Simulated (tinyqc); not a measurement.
Ellipsometry and reflectance of a transparent film on an absorbing substrate: two steps of the calculation.

Air (index 1), film, substrate with N2 = n2 - i k2; time factor exp(+i w t). q_j = sqrt(N_j^2 - sin^2 th), root with positive real part. Fresnel coefficients r_s = (q_a - q_b)/(q_a + q_b), r_p = (N_b^2 q_a - N_a^2 q_b)/(N_b^2 q_a + N_a^2 q_b). tan(Psi) exp(i Delta) = R_p/R_s, Delta taken from 0 to 360 degrees.

Parameters, values chosen for the exercise; indices close to those of silicon dioxide on silicon:
- lam = 546.1 nm (wavelength)
- th = 70 degrees (angle of incidence)
- n1 = 1.464 (index of the transparent film)
- d = 140 nm (film thickness)
- n2 = 4.086 (index of the substrate)
- k2 = 0.031 (extinction coefficient of the substrate)

Question 1. Interface coefficients and thickness period. q0, q1, q2 and the coefficients r01 and r12 for p and s; the results repeat in d with the period lam/(2 q1).

Wanted: q0; q1; q2; r01,p; r01,s; r12,p; r12,s; period.

Answer 1.

q0 = 0.3420
q1 = 1.123
q2 = 3.976-0.032i
r01,p = -0.2099
r01,s = -0.5330
r12,p = 0.3748-0.0031i
r12,s = -0.5597+0.0028i
period = 243.2 nm

Question 2. Psi, Delta and reflectances. beta = 2 pi d q1/lam, X = exp(-2 i beta), R = (r01 + r12 X)/(1 + r01 r12 X) for p and s.

q1 = 1.1226192
r01,p = -0.20993433
r01,s = -0.53296331
r12,p = 0.37484199-0.00307834i
r12,s = -0.55969697+0.00275054i

Give: beta; X; R_p; R_s; Psi; Delta; |R_p|^2; |R_s|^2.

Answer 2.

beta = 1.808 rad
X = -0.8893+0.4573i
R_p = -0.5115+0.1453i
R_s = -0.1115-0.3305i
Psi = 56.74 degrees
Delta = 272.8 degrees
|R_p|^2 = 0.2828
|R_s|^2 = 0.1217

The bare substrate gives Psi = 12.01 and Delta = 178.97 degrees.

Numbers from tinyqc (`OMP_NUM_THREADS=1 python tinyqc.py 2870104 2870105 out.jsonl`; about 0.01 s on one thread of a shared Intel Xeon 2.30GHz).
